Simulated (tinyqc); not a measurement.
BHZ model on a square lattice (one spin block): one step. One k point.

h(k) = e0 + d.s with s the Pauli matrices in the basis (E, H), k in units of 1/a: dx = (A/a) sin kx, dy = (A/a) sin ky, dz = M - (2B/a^2)(2 - cos kx - cos ky), e0 = -(2D/a^2)(2 - cos kx - cos ky). The other spin block is h*(-k). For small k this is the continuum model with dz = M - B k^2.

Values chosen for the exercise (of the size used for HgTe wells; the results hold for these values, not for the real material):
- A = 3.85 eV angstrom
- B = -70.8 eV angstrom^2
- D = -45.2 eV angstrom^2
- M = 0.0122 eV (mass term)
- a = 25 angstrom (grid spacing)
- k = (0.2, 0.33) 1/a (wave vector)

Problem. Form e0, d and E = e0 -/+ |d|.

Give: e0; dx, dy, dz; levels.

Solution.

e0 = 10.688 meV

dx, dy, dz (meV): [30.595, 49.903, 28.941]

levels (meV): [-54.611, 75.986]

Run: tinyqc, `OMP_NUM_THREADS=1 python tinyqc.py 1482862 1482863 out.jsonl`; Intel(R) Xeon(R) Processor @ 2.30GHz, one thread, shared host; about 0.07 s of CPU time with all checks.
